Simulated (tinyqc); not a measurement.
Kinetic Monte Carlo and master equation for a particle on a ring of sites with traps and bias: one step, computed by the program tinyqc. Command: `OMP_NUM_THREADS=1 python tinyqc.py 3024976 3024977 out.jsonl kmc walk`. One thread of a shared host (Intel(R) Xeon(R) Processor @ 2.30GHz), about 0.1 s of CPU time with the checks.

6 sites on a ring, numbered 1 to 6. The saddle between i and i+1 lies at E0 + s b_i and site i at s eps_i; a force F tilts the landscape, with the saddle half-way.

Task: Closed form at zero force. At zero force D0 = a^2 nu exp(-E0/(k_B T)) / [<exp(-s eps/(k_B T))> <exp(s b/(k_B T))>], with means over the ring; Einstein relation v = D0 F/(k_B T); 1 angstrom = 1e-8 cm.

Inputs (values chosen for the exercise, for a model defect):

| quantity | value | unit |
|---|---|---|
| reference barrier E0 | 0.62 | eV |
| scale factor s of the disorder | 1 | - |
| attempt frequency nu | 11 | THz |
| temperature T | 600 | K |
| site spacing a | 2.2 | angstrom |
| force F along the ring | 0.034 | eV/angstrom |

Disorder: both.

site energies eps_i (eV): -0.1  0  0  0  0  -0.031

saddle shifts b_i between sites i and i+1 (eV): 0.041  0.0097  -0.052  0.075  -0.065  0.0095

Constants: k_B = 8.617333262e-05 eV/K.

Give: zero-force diffusivity D0; D0 over the value without disorder; Einstein drift.

Result:

zero-force diffusivity D0 = 9.781e-09 cm^2/s

D0 over the value without disorder = 0.2964

Einstein drift = 0.6432 cm/s
